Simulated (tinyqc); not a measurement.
Deal-Grove kinetics of thermal oxidation of silicon. From one set of inputs to another, one input at a time. Computed by tinyqc, a small Python program. Command: `OMP_NUM_THREADS=1 python tinyqc.py 3007513 3007514 out.jsonl oxide ladder`. One thread of a shared host (Intel(R) Xeon(R) Processor @ 2.30GHz), about 0.1 s of CPU time with the checks.

Oxidant diffuses through the oxide and reacts at the interface, so that dx/dt = B/(A + 2x) for the oxide thickness x.

The inputs printed are set A. Inputs not listed in the table keep their values of set A, so the rows need not describe a real material.

Inputs (values chosen for the exercise, close to those used for silicon):
```
quantity                              value    unit
prefactor B0                            397  um^2/h
activation energy E_B                  0.79      eV
prefactor (B/A)0                   8.73e+07    um/h
activation energy E_A                  2.05      eV
temperature T                           850       C
oxidant pressure p                        1     atm
pressure exponent m of B/A                1       -
initial oxide x_i                     0.005      um
time t                                    6       h
field oxide beside the window x_f      0.39      um
```

Ambient: steam. Surface: (100). Extension: masking step.

Constants: k_B = 8.617333262e-05 eV/K.

Method:
- B = B0 p exp(-E_B/(k_B T)), B/A = (B/A)0 p^m exp(-E_A/(k_B T)), p in atm; A = B/(B/A).
- Temperatures in kelvin are T(C) + 273.15.
- tau = (x_i^2 + A x_i)/B and x = (A/2) [sqrt(1 + 4 B (t + tau)/A^2) - 1], the root of x^2 + A x = B (t + tau).
- Silicon consumed is 0.44 times the oxide grown; the rate is B/(A + 2x).
- The same oxidation acts on the field oxide, with x_f in place of x_i. Each region consumes 0.44 times the oxide it grows; the step in the silicon surface is the difference, and the step in the oxide surface is (x_f(new) - 0.44 growth) against the same for the window, counted from the silicon surface before this oxidation.

Each row keeps all changes above it:
```
input moved                                                from          to  final growth rate (um/h)   tau (h)  step in the silicon (um)
set A                                                         -           -                   0.04292  0.090727                   0.02933
time t (h)                                                    6         2.4                   0.04905  0.090727                   0.01384
temperature T (C)                                           850        1125                   0.24172  0.001448                   0.13068
initial oxide x_i (um)                                    0.005       0.002                   0.24176  0.000569                   0.13190
prefactor B0 (um^2/h) and activation energy E_B (eV)  397, 0.79  336, 0.783                   0.22902  0.000570                   0.13105
prefactor (B/A)0 (um/h)                                87300000    93800000                   0.22909  0.000531                   0.13175
oxidant pressure p (atm)                                      1         0.5                   0.16168  0.001061                   0.11760
```

Which inputs carry the difference?

Final growth rate goes from 0.0429 to 0.162, a factor 3.77 in all. The largest single move comes from temperature T (a factor 4.93), and oxidant pressure p works against it (a factor 0.706). tau goes from 0.0907 to 0.00106, a factor 0.0117 in all. The largest single move comes from temperature T (a factor 0.0160), and oxidant pressure p works against it (a factor 2.00). Step in the silicon goes from 0.0293 to 0.118, a factor 4.01 in all. The largest single move comes from temperature T (a factor 9.44), and time t works against it (a factor 0.472). The single moves hold for this order of the switches; the total does not depend on the order.

Extremes, crossings and ranges named in words are read from the listed rows.
